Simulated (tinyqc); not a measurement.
Worked calculation: Hubbard chain of 2 sites. One step of it, computed by the program tinyqc.

Question. Mean-field iteration 3. H(up) = T + U n(down), H(down) = T + U n(up); fill the lowest levels; n(new) = n + mixing (n(out) - n); E = tr T (rho up + rho down) + U sum n_up n_down of the output.

one-body matrix (hopping and site energies) (eV):
```
           1          2
1   0.000000  -0.710000
2  -0.710000   0.000000
```

U = 3.200000 eV

electrons, up and down: 1  1

mixing = 0.500000

n(up) after iteration 2: 1 0.624739, 2 0.375261

n(down) after iteration 2: 1 0.375261, 2 0.624739

Give: levels, up; levels, down; energy; n(up) after iteration 3; n(down) after iteration 3.

Answer.

levels, up (eV): 0.7855  2.4145

levels, down (eV): 0.7855  2.4145

energy = -0.0221 eV

n(up) after iteration 3: 1 0.6849, 2 0.3151

n(down) after iteration 3: 1 0.3151, 2 0.6849
